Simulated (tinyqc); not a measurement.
Plane-wave Kohn-Sham cycle with exchange-only LDA in a layered model solid, step by step. One step of it, computed by the program tinyqc.

Question. Iteration 2: Hamiltonian at one k. H(m,m') = (k + G_m)^2/2 delta + V(G_m - G_m'), with V(-G) = V(G).

A solid whose potential varies along x alone (atomic units):

| parameter | value |
|---|---|
| period a | 5.800000 |
| cross-section of the cell | 9.000000 |
| electrons per cell | 2 |
| grid points | 16 |
| plane waves -n..n, n | 3 |
| k points | 1 |
| V1 in V1 cos(2 pi x/a) | -0.250000 |
| V2 in V2 cos(4 pi x/a) | 0.110000 |

V(G_m), m = 0, 1, 2, ... (hartree): -0.322668  -0.028016  0.059573  -0.000207  -0.000003  0.000000  0.000000

k = 0.000000 2 pi / a

Give: H.

Answer.

H (hartree), lower triangle:
```
        -3      -2      -1      +0      +1      +2     +3
-3   4.958
-2  -0.028   2.024
-1   0.060  -0.028   0.264
+0   0.000   0.060  -0.028  -0.323
+1   0.000   0.000   0.060  -0.028   0.264
+2   0.000   0.000   0.000   0.060  -0.028   2.024
+3   0.000   0.000   0.000   0.000   0.060  -0.028  4.958
```
